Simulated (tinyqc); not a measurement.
Worked calculation: sheet resistance and Hall data of a diffused or implanted layer. Computed by tinyqc, a small Python program that keeps every step. Command: `OMP_NUM_THREADS=1 python tinyqc.py 3008236 3008237 out.jsonl layer walk`. One thread of a shared host (Intel(R) Xeon(R) Processor @ 2.30GHz), about 0.01 s of CPU time with the checks. Intermediate numbers are printed to about 7 digits and carried at full precision; extremes and crossings named in words are read from the listed rows.

Carriers are taken equal to the net active doping down to the junction (full ionisation, which deep dopants in wide-gap hosts do not reach; no spill-over, no depletion), and the Hall factor is 1.

Inputs (values chosen for the exercise, modelled on donors in GaAs):

| quantity | value | unit |
|---|---|---|
| mu_min | 477 | cm^2/(V s) |
| mu_max | 9230 | cm^2/(V s) |
| N_ref | 5.8e+16 | 1/cm^3 |
| exponent alpha | 0.39 | - |
| peak concentration N_0 | 3.6e+18 | 1/cm^3 |
| length scale l | 1400 | nm |
| background doping N_B (opposite type) | 6.2e+14 | 1/cm^3 |
| probe current I | 0.1 | mA |
| magnetic field B | 0.5 | T |
| projected range R_p | 3200 | nm |

Profile: buried Gaussian (implant). Activation: complete.

Constants: e = 1.602176634e-19 C.

## Dose and junction depth

N(x) = N_0 exp(-(x - R_p)^2/(2 l^2)) for x > 0, dose N_0 l sqrt(pi/2) erfc(-R_p/(l sqrt 2)), junction x_j = R_p + l sqrt(2 ln(N_0/N_B)); the layer starts at x_0 = max(0, 2 R_p - x_j).

dose = 1.249273e+15 1/cm^2

junction depth x_j = 9028.684 nm

## Profile

Mobility mu = mu_min + (mu_max - mu_min)/(1 + (N_t/N_ref)^alpha), N_t = active doping + N_B; carriers n = active doping - N_B, all dopants active. sigma = e n mu.

Depth, doping, carriers, mobility and conductivity at 2, 10, 20, 35, 50, 65, 80, 90 and 98 % of the layer:

| x (nm) | N (1/cm^3) | n (1/cm^3) | mu (cm^2/(V s)) | sigma (S/cm) |
|---|---|---|---|---|
| 180.574 | 3.517569e+17 | 3.511369e+17 | 3374.253 | 1.898298e+02 |
| 902.868 | 9.368875e+17 | 9.362675e+17 | 2687.196 | 4.030971e+02 |
| 1805.737 | 2.192458e+18 | 2.191838e+18 | 2185.377 | 7.674412e+02 |
| 3160.040 | 3.598534e+18 | 3.597914e+18 | 1935.242 | 1.115569e+03 |
| 4514.342 | 2.316937e+18 | 2.316317e+18 | 2155.967 | 8.001116e+02 |
| 5868.645 | 5.851907e+17 | 5.845707e+17 | 3003.650 | 2.813175e+02 |
| 7222.948 | 5.797956e+16 | 5.735956e+16 | 4844.723 | 4.452308e+01 |
| 8125.816 | 7.381517e+15 | 6.761517e+15 | 6464.621 | 7.003218e+00 |
| 8848.111 | 1.051944e+15 | 4.319436e+14 | 7474.947 | 5.173037e-01 |

The mobility varies by a factor 3.9 across these points and the conductivity by 2160.

## Sheet values

Integrals from x_0 (0 unless stated) to x_j by the midpoint rule on 400 even intervals: 1/R_s = e int n mu dx; sheet density n_s = int n dx; Hall sheet density (int n mu dx)^2/int n mu^2 dx; Hall mobility int n mu^2 dx/int n mu dx. Mean conductivity 1/(R_s x_j); mean mobility 1/(e n_s R_s).

sheet resistance R_s = 2.279792 ohm

sheet density n_s = 1.248694e+15 1/cm^2

mean mobility = 2192.494 cm^2/(V s)

Hall sheet density = 1.210679e+15 1/cm^2

Hall mobility = 2261.338 cm^2/(V s)

mean conductivity 1/(R_s x_j) = 485.8256 S/cm

Carriers amount to 100.0 % of the dose. A Hall measurement weights the mobile tail and reports 97.0 % of n_s.

## What the probes read

Collinear four-point probe on a large thin layer: V = I R_s ln(2)/pi. Van der Pauw on a symmetric sample: R = R_s ln(2)/pi as well. Hall voltage V_H = I B/(e x Hall sheet density); tangent of the Hall angle V_H/(I R_s).

four-point voltage = 0.05030032 mV

Hall voltage = 0.02577690 mV

tangent of the Hall angle = 0.1130669

## Shortcuts against the integral

Shortcuts: R_s = 1/(e Q mu) with the dose Q and the mobility at the (active) peak concentration; 1/(e n_s mu) with mu at N_t = n_s/x_j + N_B; 1/(e Q mu_max).

Sheet resistances:

| method | R_s (ohm) | deviation (%) |
|---|---|---|
| integral | 2.279792 | 0.00000 |
| dose, mobility at the peak | 2.581906 | 13.25183 |
| n_s, mobility at the mean concentration | 2.043580 | -10.36112 |
| dose, mu_max | 0.541291 | -76.25701 |

The closest shortcut is «n_s, mobility at the mean concentration» (-10.4 %). The peak mobility is the lowest in the layer, so with full activation it overestimates R_s.

## Stripping the layer step by step

After removing a depth d the integrals start at d. Differences between neighbouring rows give the local conductivity -d(1/R_s)/dx at the middle of the slice (the last slice uses one more step, not listed).

Differential sheet resistance:

| removed d (nm) | R_s (ohm) | slice conductivity (S/cm) | sigma at mid-slice (S/cm) |
|---|---|---|---|
| 0 | 2.27979 | 264.360 | 258.013 |
| 900 | 2.41054 | 579.326 | 577.114 |
| 1800 | 2.75706 | 929.967 | 937.863 |
| 2700 | 3.58413 | 1101.055 | 1115.375 |
| 3600 | 5.55825 | 961.908 | 970.940 |
| 4500 | 10.71338 | 619.912 | 618.626 |
| 5400 | 26.63179 | 293.084 | 286.834 |
| 6300 | 89.51285 | 99.124 | 94.068 |

R_s doubles after removing between 2700 and 3600 nm of a layer 9030 nm deep, so half the current flows above that depth. Where sigma exceeds a tenth of its largest listed value, the slice values agree with it within 3 %.

Checks made by the program: conductance integral against adaptive quadrature (relative difference 1e-06).
